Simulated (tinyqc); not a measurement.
Finite square well with mass mismatch (envelope functions), step by step. Values are carried at full precision from step to step, so a last printed digit may differ when a step is redone from the rounded ones.

A square well of width L and depth V0, mass mw inside and mb outside, energies from the bottom of the well, c = hbar^2/2m0. k = sqrt(mw E/c), kappa = sqrt(mb (V0 - E)/c). psi and psi'/m are continuous at the walls (BenDaniel-Duke), so level n solves k L + 2 atan[(k/mw)/(kappa/mb)] = n pi.

Constants: hbar^2/2m0 = 3.80998211 eV angstrom^2.

Parameters, chosen for this exercise (near those of a GaAs well in AlGaAs; the results hold for these values, not for the real material):
- L = 161 angstrom (well width)
- V0 = 0.186 eV (barrier height)
- mw = 0.0652 m0 (mass in the well)
- mb = 0.0861 m0 (mass in the barrier)
- alpha_w = 0.54 1/eV (non-parabolicity in the well)
- alpha_b = 0.63 1/eV (non-parabolicity in the barrier)

## How many levels are bound

At E = V0 the arctangent equals pi/2, so level n is bound if k0 L > (n - 1) pi with k0 = sqrt(mw V0/c). Compare with the infinitely deep well, E1(hard) = c (pi/L)^2/mw.

k0 = 0.05642 1/angstrom
k0 L/pi = 2.8913
number of bound levels = 3
E1(hard) = 0.0222 eV

The count does not depend on mb. One more level binds at L = 167.1 angstrom.

## The lowest level by bisection

f(E) = k L + 2 atan[(k/mw)/(kappa/mb)] - pi rises with E. Twelve halvings of [0, V0]: keep the half in which f changes sign.

Bisection:
```
step  low (eV)  high (eV)  midpoint (eV)        k    kappa        f
1      0.00000    0.18600        0.09300  0.03989  0.04584   4.9907
2      0.00000    0.09300        0.04650  0.02821  0.05615   2.5716
3      0.00000    0.04650        0.02325  0.01995  0.06065   0.8894
4      0.00000    0.02325        0.01162  0.01410  0.06277  -0.2939
5      0.01162    0.02325        0.01744  0.01727  0.06172   0.3477
6      0.01162    0.01744        0.01453  0.01577  0.06225   0.0429
7      0.01162    0.01453        0.01308  0.01496  0.06251  -0.1208
8      0.01308    0.01453        0.01380  0.01537  0.06238  -0.0379
9      0.01380    0.01453        0.01417  0.01557  0.06231   0.0028
10     0.01380    0.01417        0.01399  0.01547  0.06235  -0.0175
11     0.01399    0.01417        0.01408  0.01552  0.06233  -0.0073
12     0.01408    0.01417        0.01412  0.01555  0.06232  -0.0023
```

After twelve halvings the bracket is V0/4096 = 0.045 meV wide.

## Bound levels

Solve the condition for each n (six at most). With A = cos(kL/2) for even and sin(kL/2) for odd levels, the probability in the barriers is Pb = (A^2/kappa)/(A^2/kappa + L/2 +/- sin(kL)/(2k)), + for even.

Levels:
```
n  parity  E (eV)  k (1/angstrom)  kappa (1/angstrom)      Pb
1    even  0.0141         0.01556             0.06232  0.0155
2     odd  0.0561         0.03099             0.05418  0.0653
3    even  0.1233         0.04593             0.03765  0.1752
```

The lowest level lies at 64 % of the infinite-well value and decays into the barrier over 1/kappa = 16.0 angstrom.

## Mass in the plane and density of states

To first order in the in-plane energy, 1/m_par = (1 - Pb)/mw + Pb/mb for each subband. Each adds a step D = m_par/(2 pi c) to the density of states per area (spin included, one valley); 1/angstrom^2 = 1e16/cm^2.

Subbands:
```
n  m_par (m0)  D (1e13/(eV cm^2))
1      0.0654               2.734
2      0.0662               2.767
3      0.0681               2.845
```

## Levels with energy-dependent masses

Non-parabolic bands: mw is replaced by mw (1 + alpha_w E) and mb by mb (1 - alpha_b (V0 - E)), in k, kappa and the matching condition alike.

Solve the same condition with the energy-dependent masses, and list the shift from the parabolic levels that exist in both.

Levels:
```
n  E (eV)  mass inside  mass outside  shift (meV)
1  0.0144       0.0657        0.0768          0.2
2  0.0558       0.0672        0.0790         -0.3
3  0.1189       0.0694        0.0825         -4.4
4  0.1855       0.0717        0.0861            -
```

Level 1 moves by +0.2 meV and level 3 by -4.4 meV. The lighter mass deep in the barrier hardens the wall for low levels; the heavier mass in the well wins higher up. The heavier mass inside raises k at E = V0, which binds further levels (1 of them among the six at most that are listed).

## Checks

- Lowest level by finite differences (200 cells across the well) against the matching condition, eV: both 0.0141.

(tinyqc, `OMP_NUM_THREADS=1 python tinyqc.py 1281927 1281928 out.jsonl`, Intel(R) Xeon(R) Processor @ 2.30GHz, 1 thread, shared host, about 0.01 s.)
